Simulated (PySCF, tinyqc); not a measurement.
Inside a calculation. Method: CIS and TDHF on RHF in the 6-31g basis, for H3+, spin multiplicity 1. The lowest restricted solution is unstable here: a spin-polarised one lies 0.0061 hartree lower (PySCF). One step of it, computed by the program tinyqc.

Question. Integrals over molecular orbitals. (pq|rs) = sum C_ip C_jq C_kr C_ls (ij|kl), one index at a time.

coefficients C:
```
,MO1,MO2,MO3,MO4,MO5,MO6
1H 1s,0.293461,-0.000023,0.257407,0.235437,0.000267,-1.330736
1H 2s,0.428219,-0.000026,1.319092,0.193067,-0.000366,1.936107
2H 1s,0.202779,0.284418,-0.166913,0.888493,-0.924513,0.178899
2H 2s,0.143273,0.529303,-0.928839,-0.884372,0.920820,-0.755238
3H 1s,0.202804,-0.284376,-0.166937,0.888306,0.924621,0.179281
3H 2s,0.143275,-0.529201,-0.929027,-0.884217,-0.920682,-0.755648
```

core Hamiltonian H = T + V (hartree), lower triangle:
```
,1H 1s,1H 2s,2H 1s,2H 2s,3H 1s,3H 2s
1H 1s,-1.111697
1H 2s,-1.043404,-1.201887
2H 1s,-0.297861,-0.515538,-0.898244
2H 2s,-0.555529,-0.789451,-0.903614,-1.014001
3H 1s,-0.297965,-0.515623,-0.003410,-0.080653,-0.898290
3H 2s,-0.555613,-0.789529,-0.080650,-0.254072,-0.903644,-1.014032
```

Two-electron integrals (ij|kl) in chemists' order, unique and non-zero (hartree):
```
i,j,k,l,(ij|kl)
1,1,1,1,1.076566
2,1,1,1,0.578470
2,1,2,1,0.329423
2,2,1,1,0.587396
2,2,2,1,0.361304
2,2,2,2,0.453150
3,1,1,1,0.095280
3,1,2,1,0.056824
3,1,2,2,0.066710
3,1,3,1,0.015369
3,2,1,1,0.160508
3,2,2,1,0.102020
3,2,2,2,0.135763
3,2,3,1,0.031025
3,2,3,2,0.077033
3,3,1,1,0.425361
3,3,2,1,0.277213
3,3,2,2,0.390654
3,3,3,1,0.095280
3,3,3,2,0.270155
3,3,3,3,1.076566
4,1,1,1,0.270155
4,1,2,1,0.155309
4,1,2,2,0.172918
4,1,3,1,0.031025
4,1,3,2,0.057468
4,1,3,3,0.160508
4,1,4,1,0.077033
4,2,1,1,0.335444
4,2,2,1,0.209293
4,2,2,2,0.271137
4,2,3,1,0.047904
4,2,3,2,0.107975
4,2,3,3,0.335444
4,2,4,1,0.107975
4,2,4,2,0.187185
4,3,1,1,0.277213
4,3,2,1,0.179515
4,3,2,2,0.250807
4,3,3,1,0.056824
4,3,3,2,0.155309
4,3,3,3,0.578470
4,3,4,1,0.102020
4,3,4,2,0.209293
4,3,4,3,0.329423
4,4,1,1,0.390654
4,4,2,1,0.250807
4,4,2,2,0.348685
4,4,3,1,0.066710
4,4,3,2,0.172918
4,4,3,3,0.587396
4,4,4,1,0.135763
4,4,4,2,0.271137
4,4,4,3,0.361304
4,4,4,4,0.453150
5,1,1,1,0.095324
5,1,2,1,0.056849
5,1,2,2,0.066739
5,1,3,1,0.007336
5,1,3,2,0.013622
5,1,3,3,0.037224
5,1,4,1,0.023729
5,1,4,2,0.032532
5,1,4,3,0.024494
5,1,4,4,0.036748
5,1,5,1,0.015382
5,2,1,1,0.160545
5,2,2,1,0.102043
5,2,2,2,0.135790
5,2,3,1,0.013619
5,2,3,2,0.026975
5,2,3,3,0.075532
5,2,4,1,0.042631
5,2,4,2,0.064604
5,2,4,3,0.049716
5,2,4,4,0.075235
5,2,5,1,0.031043
5,2,5,2,0.077057
5,3,1,1,0.000582
5,3,2,1,0.000324
5,3,2,2,0.000343
5,3,3,1,0.000055
5,3,3,2,0.000095
5,3,3,3,0.000255
5,3,4,1,0.000152
5,3,4,2,0.000197
5,3,4,3,0.000166
5,3,4,4,0.000232
5,3,5,1,0.000055
5,3,5,2,0.000095
5,3,5,3,3.23e-07
5,4,1,1,0.022463
5,4,2,1,0.013886
5,4,2,2,0.017428
5,4,3,1,0.001859
5,4,3,2,0.003572
5,4,3,3,0.009879
5,4,4,1,0.005850
5,4,4,2,0.008491
5,4,4,3,0.006499
5,4,4,4,0.009775
5,4,5,1,0.003851
5,4,5,2,0.008609
5,4,5,3,0.000013
5,4,5,4,0.001019
5,5,1,1,0.425405
5,5,2,1,0.277240
5,5,2,2,0.390682
5,5,3,1,0.037211
5,5,3,2,0.075521
5,5,3,3,0.213642
5,5,4,1,0.115146
5,5,4,2,0.181236
5,5,4,3,0.140639
5,5,4,4,0.213510
5,5,5,1,0.095324
5,5,5,2,0.270199
5,5,5,3,0.000255
5,5,5,4,0.027980
5,5,5,5,1.076566
6,1,1,1,0.270199
6,1,2,1,0.155334
6,1,2,2,0.172945
6,1,3,1,0.023723
6,1,3,2,0.042628
6,1,3,3,0.115155
6,1,4,1,0.069915
6,1,4,2,0.093707
6,1,4,3,0.075311
6,1,4,4,0.108989
6,1,5,1,0.031043
6,1,5,2,0.057489
6,1,5,3,0.000152
6,1,5,4,0.007625
6,1,5,5,0.160545
6,1,6,1,0.077057
6,2,1,1,0.335484
6,2,2,1,0.209317
6,2,2,2,0.271166
6,2,3,1,0.032522
6,2,3,2,0.064599
6,2,3,3,0.181247
6,2,4,1,0.093703
6,2,4,2,0.144075
6,2,4,3,0.118578
6,2,4,4,0.174634
6,2,5,1,0.047928
6,2,5,2,0.108003
6,2,5,3,0.000197
6,2,5,4,0.012977
6,2,5,5,0.335484
6,2,6,1,0.108003
6,2,6,2,0.187220
6,3,1,1,0.022461
6,3,2,1,0.013885
6,3,2,2,0.017427
6,3,3,1,0.003850
6,3,3,2,0.008608
6,3,3,3,0.027980
6,3,4,1,0.007624
6,3,4,2,0.012975
6,3,4,3,0.016507
6,3,4,4,0.019174
6,3,5,1,0.001859
6,3,5,2,0.003572
6,3,5,3,0.000013
6,3,5,4,0.000480
6,3,5,5,0.009879
6,3,6,1,0.005851
6,3,6,2,0.008491
6,3,6,3,0.001019
6,4,1,1,0.100343
6,4,2,1,0.061723
6,4,2,2,0.077422
6,4,3,1,0.011400
6,4,3,2,0.023205
6,4,3,3,0.066778
6,4,4,1,0.029544
6,4,4,2,0.046335
6,4,4,3,0.042872
6,4,4,4,0.059599
6,4,5,1,0.011405
6,4,5,2,0.023208
6,4,5,3,0.000059
6,4,5,4,0.002979
6,4,5,5,0.066778
6,4,6,1,0.029548
6,4,6,2,0.046339
6,4,6,3,0.002979
6,4,6,4,0.013234
6,5,1,1,0.277240
6,5,2,1,0.179531
6,5,2,2,0.250823
6,5,3,1,0.024485
6,5,3,2,0.049709
6,5,3,3,0.140639
6,5,4,1,0.075305
6,5,4,2,0.118571
6,5,4,3,0.092579
6,5,4,4,0.140446
6,5,5,1,0.056849
6,5,5,2,0.155334
6,5,5,3,0.000166
6,5,5,4,0.016507
6,5,5,5,0.578470
6,5,6,1,0.102043
6,5,6,2,0.209317
6,5,6,3,0.006499
6,5,6,4,0.042872
6,5,6,5,0.329423
6,6,1,1,0.390682
6,6,2,1,0.250823
6,6,2,2,0.348703
6,6,3,1,0.036734
6,6,3,2,0.075224
6,6,3,3,0.213510
6,6,4,1,0.108978
6,6,4,2,0.174622
6,6,4,3,0.140446
6,6,4,4,0.211965
6,6,5,1,0.066739
6,6,5,2,0.172945
6,6,5,3,0.000232
6,6,5,4,0.019174
6,6,5,5,0.587396
6,6,6,1,0.135790
6,6,6,2,0.271166
6,6,6,3,0.009775
6,6,6,4,0.059599
6,6,6,5,0.361304
6,6,6,6,0.453150
```

Give: one-electron integrals over orbitals h = C^T H C; Two-electron integrals over orbitals.

Answer.

one-electron integrals over orbitals h = C^T H C (hartree), lower triangle:
```
,1,2,3,4,5,6
1,-1.356
2,0.000,-1.066
3,-0.078,0.000,-0.816
4,-0.053,0.000,0.102,-0.116
5,0.000,0.104,0.000,0.000,-0.016
6,0.076,0.000,0.162,0.037,0.000,-0.116
```

Two-electron integrals over orbitals (pq|rs), unique and non-zero (hartree):
```
p,q,r,s,(pq|rs)
1,1,1,1,0.497
2,1,1,1,-1.79e-05
2,1,2,1,0.118
2,2,1,1,0.396
2,2,2,1,2.35e-05
2,2,2,2,0.416
3,1,1,1,0.078
3,1,2,1,5.14e-06
3,1,2,2,-0.022
3,1,3,1,0.084
3,2,1,1,8.31e-06
3,2,2,1,-0.101
3,2,2,2,-2.33e-05
3,2,3,1,-1.03e-05
3,2,3,2,0.109
3,3,1,1,0.403
3,3,2,1,-1.83e-05
3,3,2,2,0.366
3,3,3,1,0.028
3,3,3,2,1.61e-05
3,3,3,3,0.367
4,1,1,1,0.053
4,1,2,1,-3.90e-07
4,1,2,2,0.070
4,1,3,1,-0.017
4,1,3,2,-1.06e-06
4,1,3,3,0.043
4,1,4,1,0.044
4,2,1,1,3.62e-06
4,2,2,1,0.067
4,2,2,2,3.02e-05
4,2,3,1,-2.94e-07
4,2,3,2,-0.054
4,2,3,3,2.41e-06
4,2,4,1,1.11e-05
4,2,4,2,0.079
4,3,1,1,-0.060
4,3,2,1,-2.93e-06
4,3,2,2,-0.064
4,3,3,1,0.007
4,3,3,2,2.16e-06
4,3,3,3,-0.040
4,3,4,1,-0.033
4,3,4,2,-1.08e-05
4,3,4,3,0.039
4,4,1,1,0.384
4,4,2,1,2.97e-05
4,4,2,2,0.405
4,4,3,1,-0.024
4,4,3,2,-2.86e-05
4,4,3,3,0.353
4,4,4,1,0.080
4,4,4,2,4.09e-05
4,4,4,3,-0.075
4,4,4,4,0.420
5,1,1,1,2.57e-05
5,1,2,1,-0.047
5,1,2,2,2.23e-06
5,1,3,1,3.36e-06
5,1,3,2,0.040
5,1,3,3,2.02e-05
5,1,4,1,6.95e-06
5,1,4,2,-0.055
5,1,4,3,-2.38e-06
5,1,4,4,-2.70e-06
5,1,5,1,0.040
5,2,1,1,-0.076
5,2,2,1,-1.41e-06
5,2,2,2,-0.096
5,2,3,1,0.021
5,2,3,2,-9.86e-08
5,2,3,3,-0.057
5,2,4,1,-0.057
5,2,4,2,-1.58e-05
5,2,4,3,0.051
5,2,4,4,-0.112
5,2,5,1,-7.14e-06
5,2,5,2,0.079
5,3,1,1,4.30e-06
5,3,2,1,0.033
5,3,2,2,1.54e-06
5,3,3,1,1.29e-05
5,3,3,2,-0.021
5,3,3,3,1.74e-06
5,3,4,1,-1.50e-06
5,3,4,2,0.050
5,3,4,3,3.20e-06
5,3,4,4,4.70e-06
5,3,5,1,-0.033
5,3,5,2,3.25e-06
5,3,5,3,0.036
5,4,1,1,2.18e-05
5,4,2,1,-0.153
5,4,2,2,-3.67e-05
5,4,3,1,-4.34e-06
5,4,3,2,0.144
5,4,3,3,2.28e-05
5,4,4,1,-4.69e-06
5,4,4,2,-0.106
5,4,4,3,5.03e-06
5,4,4,4,-5.12e-05
5,4,5,1,0.076
5,4,5,2,5.73e-06
5,4,5,3,-0.052
5,4,5,4,0.234
5,5,1,1,0.376
5,5,2,1,-1.73e-05
5,5,2,2,0.406
5,5,3,1,-0.031
5,5,3,2,1.40e-05
5,5,3,3,0.350
5,5,4,1,0.082
5,5,4,2,8.05e-06
5,5,4,3,-0.074
5,5,4,4,0.422
5,5,5,1,2.03e-05
5,5,5,2,-0.113
5,5,5,3,-1.38e-05
5,5,5,4,1.90e-05
5,5,5,5,0.424
6,1,1,1,-0.076
6,1,2,1,-4.72e-06
6,1,2,2,-4.13e-03
6,1,3,1,-0.061
6,1,3,2,1.19e-05
6,1,3,3,-0.050
6,1,4,1,-4.41e-03
6,1,4,2,-8.90e-06
6,1,4,3,-0.009
6,1,4,4,1.03e-03
6,1,5,1,-7.31e-06
6,1,5,2,-0.005
6,1,5,3,-2.02e-05
6,1,5,4,1.22e-05
6,1,5,5,4.11e-03
6,1,6,1,0.088
6,2,1,1,-6.72e-06
6,2,2,1,0.023
6,2,2,2,-1.27e-05
6,2,3,1,1.26e-05
6,2,3,2,-0.013
6,2,3,3,-8.04e-06
6,2,4,1,-1.01e-05
6,2,4,2,0.022
6,2,4,3,8.42e-06
6,2,4,4,-1.35e-05
6,2,5,1,-0.014
6,2,5,2,1.29e-05
6,2,5,3,0.016
6,2,5,4,-0.031
6,2,5,5,-2.55e-05
6,2,6,1,-1.02e-05
6,2,6,2,0.011
6,3,1,1,-0.111
6,3,2,1,1.74e-05
6,3,2,2,-0.042
6,3,3,1,-0.057
6,3,3,2,-7.58e-06
6,3,3,3,-0.066
6,3,4,1,-0.022
6,3,4,2,1.13e-05
6,3,4,3,0.015
6,3,4,4,-0.042
6,3,5,1,-2.50e-05
6,3,5,2,0.024
6,3,5,3,-1.02e-06
6,3,5,4,-2.30e-05
6,3,5,5,-0.038
6,3,6,1,0.074
6,3,6,2,2.31e-06
6,3,6,3,0.080
6,4,1,1,-0.021
6,4,2,1,-2.55e-05
6,4,2,2,0.021
6,4,3,1,-0.035
6,4,3,2,2.58e-05
6,4,3,3,-1.45e-03
6,4,4,1,0.018
6,4,4,2,-1.55e-05
6,4,4,3,-0.007
6,4,4,4,0.026
6,4,5,1,1.40e-05
6,4,5,2,-0.020
6,4,5,3,-1.44e-05
6,4,5,4,3.67e-05
6,4,5,5,0.030
6,4,6,1,0.018
6,4,6,2,-1.26e-05
6,4,6,3,0.017
6,4,6,4,0.022
6,5,1,1,-1.92e-05
6,5,2,1,-0.035
6,5,2,2,9.66e-06
6,5,3,1,-3.73e-05
6,5,3,2,0.037
6,5,3,3,-1.56e-06
6,5,4,1,1.26e-05
6,5,4,2,-0.026
6,5,4,3,-9.22e-06
6,5,4,4,1.23e-05
6,5,5,1,0.020
6,5,5,2,-1.87e-05
6,5,5,3,-0.010
6,5,5,4,0.056
6,5,5,5,3.10e-05
6,5,6,1,3.35e-05
6,5,6,2,-4.27e-03
6,5,6,3,1.93e-05
6,5,6,4,2.73e-05
6,5,6,5,0.017
6,6,1,1,0.514
6,6,2,1,-2.85e-05
6,6,2,2,0.346
6,6,3,1,0.137
6,6,3,2,1.40e-05
6,6,3,3,0.409
6,6,4,1,0.035
6,6,4,2,-9.11e-06
6,6,4,3,-0.035
6,6,4,4,0.337
6,6,5,1,4.05e-05
6,6,5,2,-0.043
6,6,5,3,1.56e-05
6,6,5,4,4.07e-05
6,6,5,5,0.324
6,6,6,1,-0.154
6,6,6,2,4.58e-06
6,6,6,3,-0.168
6,6,6,4,-0.051
6,6,6,5,-5.10e-05
6,6,6,6,0.644
```
